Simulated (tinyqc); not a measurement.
The phase diagram: regular and subregular solution with a miscibility gap. Computed by tinyqc, a small Python program. Command: `OMP_NUM_THREADS=1 python tinyqc.py 3026351 3026352 out.jsonl regsol walk`. One thread of a shared host (Intel(R) Xeon(R) Processor @ 2.30GHz), about 0.02 s of CPU time with the checks.

Per mole of mixing sites: G(x) = x (1 - x) [L0 + L1 (1 - 2x)] + R T [x ln x + (1 - x) ln(1 - x)], x the fraction of B.

Inputs (values chosen for the exercise, modelled on GaP(1-x)As(x)):
```
quantity              value                 unit
lattice constant a_A  5.451             angstrom
lattice constant a_B  5.653             angstrom
constant K            46200  kJ angstrom^2.5/mol
asymmetry L1           0.75               kJ/mol
```

Source of L0: delta-lattice-parameter rule.

Constants: R = 8.314462618 J/(mol K).

Method:
- A bonding enthalpy -K a^(-2.5) with a linear in x gives L0 = 4.375 K (a_A - a_B)^2/abar^4.5, abar the mean lattice constant; eta = (a_B - a_A)/abar.
- The spinodal is G'' = 0, R T_s(x) = x (1 - x) [2 L0 + 6 L1 (1 - 2x)]; the critical point is its maximum.
- G' = L0 (1 - 2x) + L1 (1 - 6x + 6x^2) + R T ln[x/(1 - x)]; G'' = -2 L0 - 6 L1 (1 - 2x) + R T/[x (1 - x)].
- Common tangent: F1 = G'(x1) - G'(x2) = 0 and F2 = [G - x G'](x1) - [G - x G'](x2) = 0. Newton step: J = [[G''(x1), -G''(x2)], [-x1 G''(x1), x2 G''(x2)]], J dx = -F; a step that would leave 0 < x < 1 is halved until it stays inside. The start is x1 = s0, x2 = 1 - s0.
- For this table each start is x_s1/6 and 1 - (1 - x_s2)/6. The dilute estimate of x1 is exp(-(L0 + L1)/(R T)).

critical temperature T_c = 239.399 K

critical composition x_c = 0.375642

L0 = 3.68384 kJ/mol

Binodal and spinodal:
```
T (K)  binodal x1  spinodal x_s1  spinodal x_s2  binodal x2  dilute estimate of x1
96      0.0039956       0.077454        0.78791     0.97201              0.0038686
120      0.012891        0.10134        0.74100     0.93663               0.011750
144      0.029644        0.12818        0.69316     0.88635               0.024643
168      0.056880        0.15921        0.64274     0.82090               0.041827
192      0.099094        0.19689        0.58699     0.73756               0.062198
215       0.16403        0.24508        0.52252     0.63162               0.083717
230       0.23739        0.29309        0.46437     0.53106               0.098416
```

The dilute estimate is 0.97 of x1 at the lowest T and 0.41 at the highest: it drops the pull of the other solutes and the impurity of the second phase. Near the top the binodal is 1.71 times as wide as the spinodal; the mean-field limit at T_c is sqrt(3) = 1.73. The gap is lopsided: at the lowest T, A dissolves 0.0040 of B and B dissolves 0.028 of A.

Extremes, crossings and ranges named in words are read from the listed rows.
